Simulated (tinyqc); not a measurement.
# Leakage through a gate insulator: direct, Fowler-Nordheim, trap-assisted and Poole-Frenkel currents, step by step

A worked calculation. Computed by tinyqc, a small Python program that keeps every step. Command: `OMP_NUM_THREADS=1 python tinyqc.py 3028478 3028479 out.jsonl oxideleak walk`. One thread of a shared host (Intel(R) Xeon(R) Processor @ 2.30GHz), about 0.01 s of CPU time with the checks. Intermediate numbers are printed to about 6 digits and carried at full precision; extremes and crossings named in words are read from the listed rows.

Electrons enter from the cathode Fermi level at x = 0; the conduction band of the insulator lies phi_b - e F x above it, F = V/t. WKB exponents use a parabolic band with mass m.

Inputs (values chosen for the exercise, with an insulator like SiO2):
```
quantity                          value   unit
thickness t                         8.4     nm
barrier phi_b                      2.95     eV
tunnelling mass m                  0.44    m_0
static constant eps_ox             4.04      -
optical constant eps_opt           2.12      -
voltage across the insulator V        2      V
trap depth phi_t                    2.3     eV
trap density N_t                6.6e+17  cm^-3
attempt rate nu_0                 4e+13    1/s
activation of capture E_a          0.35     eV
temperature T                       200      K
```

Constants: hbar^2/(2 m_0) = 3.80998212 eV angstrom^2; e = 1.602176634e-19 C; hbar = 1.054571817e-34 J s; k_B = 8.617333262e-05 eV/K; eps_0 = 8.8541878128e-12 F/m.

## Field and tunnelling without traps

For a level a distance phi(x) below the band, the WKB exponent is 2 int kappa dx with kappa = sqrt(m phi/(hbar^2/2m_0)); for a linear barrier from phi_1 down to phi_2 = max(phi_1 - e F d, 0) it is G = (4/3) sqrt(m/(hbar^2/2m_0)) (phi_1^(3/2) - phi_2^(3/2))/(e F). J_tun = e^3 F^2/(16 pi^2 hbar m phi_b) x exp(-G) / [1 - sqrt(phi_2/phi_b)]^2 with the free-electron mass in the cathode (m in m_0), phi_2 = max(phi_b - e V, 0): direct tunnelling for e V < phi_b, Fowler-Nordheim above. Image forces, back-flow and the limit on supply are left out, so J_tun is overstated below about 0.5 V. Equivalent oxide thickness = 3.9 t/eps_ox.

field F = 2.38095 MV/cm

equivalent oxide thickness = 8.10891 nm

WKB exponent G = 78.8029

tunnelling current J_tun = 2.15027e-27 A/cm^2

The barrier is a trapezoid: direct tunnelling.

## One trap at several depths

A trap at depth x lies phi_t below the band. Capture: tunnel at the cathode Fermi level from 0 to x (G_in from phi_1 = phi_b), rate nu_0 exp(-G_in - E_c/k_B T) with E_c = E_a + max(phi_b - phi_t - e F x, 0), the last term being the height of the trap above the cathode Fermi level. Emission: tunnel from the trap level to the anode (G_out from phi_1 = phi_t over t - x), rate nu_0 exp(-G_out - E_a/k_B T). Re-emission to the cathode follows from detailed balance, rate_back = rate_in exp(dE/k_B T) with dE = phi_b - phi_t - e F x. Each trap passes R = rate_in rate_out/(rate_in + rate_back + rate_out) electrons per second; filling from the anode is left out. Depths: t times 0.08, 0.2, 0.32, 0.44, 0.56, 0.68, 0.8 and 0.92, rounded to 0.01 nm.

Rates:
```
x (nm)     G_in    G_out  E_c (eV)  rate in (1/s)  rate back (1/s)  rate out (1/s)      R (1/s)
0.67     7.7146  60.4530  0.840476    1.18188e-11      2.70415e+01     3.37308e-22  1.47425e-34
1.68    18.9310  55.2356  0.600000    1.82421e-10      3.63746e-04     6.22190e-20  3.12032e-26
2.69    29.6303  49.0241  0.359524    4.72258e-09      8.20670e-09     3.10125e-17  1.13277e-17
3.70    39.7861  41.9580  0.350000    3.18841e-13      4.82869e-19     3.63349e-14  3.26177e-14
4.70    49.2756  34.2113  0.350000    2.41170e-17      3.65463e-29     8.40728e-11  2.41170e-17
5.71    58.2523  25.6967  0.350000    3.04651e-21      4.02337e-39     4.19284e-07  3.04651e-21
6.72    66.5735  16.5405  0.350000    7.41186e-25      8.53063e-49     3.97181e-03  7.41186e-25
7.73    74.1830   6.7849  0.350000    3.67438e-28      3.68557e-58     6.85150e+01  3.67438e-28
```

The most effective of these traps sits at 3.7 nm, 44 % of the way; where rate back exceeds rate out, re-emission drains the trap, and elsewhere the slower forward step limits R; the best depth is near where rate in and rate out cross.

## Trap-assisted current

J_TAT = e N_t int_0^t R dx by the midpoint rule on 400 intervals; the most effective depth is the midpoint with the largest R, rounded to 0.01 nm.

trap-assisted current J_TAT = 1.85891e-22 A/cm^2

most effective depth = 3.81 nm

Caution: a current below about 1e-15 A/cm^2 is not measurable.

## Poole-Frenkel bound

Poole-Frenkel emission over the lowered barrier of a charged trap: lowering sqrt(e F/(pi eps_opt eps_0)); J_PF = e N_t^(2/3) nu_0 exp(-(phi_t - lowering)/k_B T), one sheet of traps emitting with supply unlimited (an upper bound).

barrier lowering = 0.804291 eV

Poole-Frenkel bound J_PF = 9.91433e-32 A/cm^2

Caution: the film is too thin for the Poole-Frenkel picture (the lowering is a large part of the whole drop, or the traps are further apart than the film is thick), so J_PF is only nominal.

## Total without and with traps

J = J_tun + J_TAT (the Poole-Frenkel bound is not added); the ratio J/J_tun is the excess that stress-made traps add.

total current J = 1.85893e-22 A/cm^2

J/J_tun = 86450.9

## Against voltage

The formulas are those given above.

Currents:
```
V (V)  F (MV/cm)  J_tun (A/cm^2)  J_TAT (A/cm^2)  best depth (nm)
1.01      1.2024     9.56826e-32     5.63473e-28             3.96
2.04      2.4286     3.37281e-27     2.09406e-22             3.81
3.07      3.6548     8.30367e-21     6.83165e-21             3.66
4.10      4.8810     1.05707e-13     1.07507e-17             1.82
5.12      6.0952     1.93477e-09     5.45978e-15             1.42
6.15      7.3214     1.53275e-06     3.50328e-13             1.14
7.18      8.5476     1.87751e-04     6.65992e-12             0.96
8.21      9.7738     7.13578e-03     5.95640e-11             0.83
9.24     11.0000     1.23954e-01     3.23956e-10             0.72
```

The larger current changes between 2.04 and 3.07 V (to J_tun). Over the range J_tun grows by 30.1 decades and J_TAT by 17.8. The best depth moves towards the cathode as the field rises. The highest rows may lie beyond breakdown.

## Against thickness at fixed field

The formulas are those given above.

Currents:
```
t (nm)    V (V)  J_tun (A/cm^2)  J_TAT (A/cm^2)
1.2     0.28571     3.17817e+03     1.51714e-19
1.6     0.38095     2.16146e+01     4.91743e-19
2.2     0.52381     1.76763e-02     3.03094e-18
3.0     0.71429     2.27135e-06     2.20971e-17
4.0     0.95238     6.16775e-11     2.16028e-17
5.5     1.30952     3.21161e-17     1.29469e-17
7.5     1.78571     1.56389e-24     8.55017e-21
10.0    2.38095     1.00429e-31     2.96895e-25
```

Between the first rows J_tun falls by 5.42 decades per nm. J_TAT overtakes J_tun between 5.5 and 7.5 nm. Below about 0.5 V the formula for J_tun, which has no back-flow, overstates the current.

Checks made by the program: the WKB exponent by quadrature (relative difference below 1e-10); the integral with twice the points (relative difference below 1e-10).
